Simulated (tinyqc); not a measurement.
# Inputs raised by 2 %, one at a time

Model: minority-electron transport through the base of a bipolar transistor (Moll-Ross and Kroemer integrals). Computed by tinyqc, a small Python program. Command: `OMP_NUM_THREADS=1 python tinyqc.py 3008394 3008395 out.jsonl base sens`. One thread of a shared host (Intel(R) Xeon(R) Processor @ 2.30GHz), about 0.02 s of CPU time with the checks.

Low injection, one dimension, x from the emitter edge (0) to the collector edge (W), s = x/W. Recombination is treated as a small correction (valid for tau_B well below tau_n), computed from the stored charge.

Inputs (values chosen for the exercise, modelled on GaAs):

| quantity | value | unit |
|---|---|---|
| intrinsic density n_i at the emitter edge | 2.1e+06 | 1/cm^3 |
| base doping at the emitter edge N_0 | 5.5e+17 | 1/cm^3 |
| base width W | 30 | nm |
| mu_min | 1200 | cm^2/(V s) |
| mu_max | 6980 | cm^2/(V s) |
| N_ref | 2.9e+17 | 1/cm^3 |
| saturation velocity v_s | 0.92 | 1e7 cm/s |
| electron lifetime tau_n | 1.6 | ns |
| emitter Gummel number G_E | 1.5e+14 | s/cm^4 |
| base-emitter voltage V_BE | 0.98 | V |
| temperature T | 300 | K |
| doping ratio N_0/N(W) | 44 | - |

Base doping profile: exponential. Gap grading: none. Exit of the base: saturation velocity.

Constants: k_B = 8.617333262e-05 eV/K; e = 1.602176634e-19 C.

Method:
- N(x) = N_0 (ratio)^(-s); n_i(x) = n_i; D(x) = (k_B T/e) mu, mu = mu_min + (mu_max - mu_min)/(1 + (N/N_ref)^0.7).
- With y(x) = N n_i^2/(D n_i(x)^2): base Gummel number G_B = int_0^W y dx + N(W) n_i^2/(v_s n_i(W)^2); J_C = e n_i^2 exp(e V_BE/k_B T)/G_B; n(x) = (J_C/e)(n_i(x)^2/(N n_i^2)) [int_x^W y dx + the same exit term]; transit time tau_B = (e/J_C) int n dx; trapezoid rule on 401 even points.
- Emitter-limited gain beta_E = G_E/G_B; recombination-limited gain beta_R = tau_n/tau_B; 1/beta = 1/beta_E + 1/beta_R; f_T from the base alone = 1/(2 pi tau_B).

Runs:

| input moved | from | to | base transit time tau_B (ps) | current gain beta | collector current density J_C (A/cm^2) | base Gummel number G_B (s/cm^4) |
|---|---|---|---|---|---|---|
| base run | - | - | 0.097017 | 10443 | 3.8971 | 5.2685e+09 |
| base doping at the emitter edge N_0 (1/cm^3) | 5.5e+17 | 5.61e+17 | 0.097056 | 10351 | 3.8075 | 5.3924e+09 |
| base width W (nm) | 30 | 30.6 | 0.099219 | 10240 | 3.8401 | 5.3467e+09 |
| doping ratio N_0/N(W) | 44 | 44.88 | 0.096557 | 10508 | 3.9313 | 5.2226e+09 |
| mu_min (cm^2/(V s)) | 1200 | 1224 | 0.096999 | 10452 | 3.9054 | 5.2572e+09 |
| mu_max (cm^2/(V s)) | 6980 | 7119.6 | 0.096784 | 10507 | 3.9464 | 5.2027e+09 |
| emitter Gummel number G_E (s/cm^4) | 1.5e+14 | 1.53e+14 | 0.097017 | 10519 | 3.8971 | 5.2685e+09 |
| base-emitter voltage V_BE (V) | 0.98 | 0.9996 | 0.097017 | 10443 | 8.3177 | 5.2685e+09 |

Exponents ln(y'/y) / ln(x'/x):

| input | base transit time tau_B | current gain beta | collector current density J_C | base Gummel number G_B |
|---|---|---|---|---|
| base doping at the emitter edge N_0 | 0.020 | -0.446 | -1.174 | 1.174 |
| base width W | 1.133 | -0.991 | -0.744 | 0.744 |
| doping ratio N_0/N(W) | -0.240 | 0.314 | 0.441 | -0.441 |
| mu_min | -0.009 | 0.045 | 0.108 | -0.108 |
| mu_max | -0.122 | 0.309 | 0.635 | -0.635 |
| emitter Gummel number G_E | 0.000 | 0.364 | 0.000 | 0.000 |
| base-emitter voltage V_BE | 0.000 | 0.000 | 38.286 | 0.000 |

Among the inputs moved here: base transit time tau_B answers most in size to base width W (exponent +1.133), next to doping ratio N_0/N(W) (-0.240); its exponent is below 0.0005 for emitter Gummel number G_E, base-emitter voltage V_BE. current gain beta answers most in size to base width W (exponent -0.991), next to base doping at the emitter edge N_0 (-0.446); its exponent is below 0.0005 for base-emitter voltage V_BE. Its exponent -0.991 in base width W: emitter-limited gain, or recombination with a transit time limited by the exit velocity. Collector current density J_C answers most in size to base-emitter voltage V_BE (exponent +38.286), next to base doping at the emitter edge N_0 (-1.174); its exponent is below 0.0005 for emitter Gummel number G_E. base Gummel number G_B answers most in size to base doping at the emitter edge N_0 (exponent +1.174), next to base width W (+0.744); its exponent is below 0.0005 for emitter Gummel number G_E, base-emitter voltage V_BE.

Caution (all rows): the mean velocity exceeds v_s, so drift-diffusion with a low-field mobility overstates the speed. Caution (all rows): a current gain above 1e4 is beyond working transistors: the base charge is too small for this emitter.
